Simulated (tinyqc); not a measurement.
Worked calculation: electroplating on a thin resistive seed layer: kinetics, Wagner number and the terminal effect across a wafer. Computed by tinyqc, a small Python program that keeps every step. Command: `OMP_NUM_THREADS=1 python tinyqc.py 3121274 3121275 out.jsonl terminal walk`. One thread of a shared host (Intel(R) Xeon(R) Processor @ 2.30GHz), about 0.02 s of CPU time with the checks. Intermediate numbers are printed to about 6 digits and carried at full precision; extremes and crossings named in words are read from the listed rows.

Current enters the seed at the rim. The bath is treated as a local resistance per area (no lateral flow in the liquid), two electrons per ion, molar volume 7.11 cm^3/mol, Faraday constant F = e N_A, kinematic viscosity 0.01 cm^2/s, omega = 2 pi x rpm/60; k_B T/e is in volts.

Inputs (values chosen for the exercise, of the order of those for copper plating from an acid sulfate bath):
```
quantity                               value         unit
wafer radius R                            10           cm
seed thickness t                         140           nm
seed resistivity                          21  microohm cm
bath conductivity kappa                0.043         S/cm
gap to the anode h                       8.3           cm
extra resistance of a porous plate         0     ohm cm^2
exchange current density i_0           0.048      mA/cm^2
cathodic transfer coefficient alpha      0.7            -
mean current density                     3.7      mA/cm^2
diffusivity of the metal ion         4.6e-06       cm^2/s
metal ion concentration                 0.73        mol/L
rotation rate                            100          rpm
temperature T                            298            K
```

Constants: e = 1.602176634e-19 C; N_A = 6.02214076e+23 1/mol; k_B = 8.617333262e-05 eV/K.

## Rate, limit and resistances

Growth rate = i V_m/(2 F). Levich limit i_L = 0.62 x 2 F D^(2/3) omega^(1/2) nu^(-1/6) c. Tafel overpotential eta = (k_B T/(alpha e)) ln(i/i_0); kinetic resistance k_B T/(alpha e i); bath resistance h/kappa + plate; R_s = resistivity/t; Wagner number = kinetic resistance x kappa/R.

growth rate = 81.7959 nm/min

limiting current i_L = 168.419 mA/cm^2

overpotential = 159.393 mV

kinetic resistance = 9.91492 ohm cm^2

bath resistance R_b = 193.023 ohm cm^2

sheet resistance R_s = 1.5 ohm/square

Wagner number = 0.0426342

## Linear estimate of the terminal effect

Linearised: with R_t = kinetic + bath resistance the current density obeys (1/r)(r i')' = i R_s/R_t, so i = A I_0(r/l), l = sqrt(R_t/R_s); with x = R/l, edge/centre = I_0(x) and edge/mean = x I_0(x)/(2 I_1(x)). Voltage drop in the seed for a uniform current: i R_s R^2/4.

length l = 11.6315 cm

x = R/l = 0.859733

edge over centre, linear = 1.19350

edge over mean, linear = 1.08967

drop for uniform current = 138.75 mV

For small x edge/centre is 1 + x^2/4 = 1.185.

## Current distribution

Full model: seed potential phi(r) with (1/r)(r phi')' = R_s i, where i solves phi = R_b i + (k_B T/(alpha e)) ln(i/i_0) (phi being the driving voltage left at r); phi'(0) = 0 and phi'(R) = R_s i_mean R/2. Solved by collocation to a tolerance of 1e-7.

Across the wafer:
```
r/R   i (mA/cm^2)   i/mean  i/mean, linear
0.00      3.37860  0.91313         0.91301
0.20      3.40351  0.91987         0.91977
0.40      3.47884  0.94023         0.94020
0.60      3.60644  0.97471         0.97476
0.75      3.73826  1.01034         1.01040
0.90      3.90302  1.05487         1.05486
1.00      4.03224  1.08979         1.08967
```

edge over centre, full model = 1.19347

The full model gives 1.19 against 1.19 from the linear form; the kinetic resistance, which the linear form holds fixed, is a small part of R_t here.

## As the film thickens, and with more bath resistance

The film is taken as uniform, with the seed resistivity; the last column adds 100 ohm cm^2 to R_b. Extra power of that plate = i^2 x 100 ohm cm^2 x area.

Edge over centre:
```
thickness (nm)  R_s (ohm/square)  as given  with 100 ohm cm^2 more
140                        1.500   1.19347                 1.12766
210                        1.000   1.12703                 1.08424
280                        0.750   1.09454                 1.06286
420                        0.500   1.06255                 1.04169
700                        0.300   1.03730                 1.02491
1400                       0.150   1.01856                 1.01242
2800                       0.075   1.00926                 1.00620
```

extra power = 0.430084 W

The ratio falls below 1.1 from 280 nm on as given, and from 210 nm on with the added resistance: what counts is R_s R^2 against the sum of kinetic and bath resistance.

Checks made by the program: mean of the distribution (relative difference 2e-08).
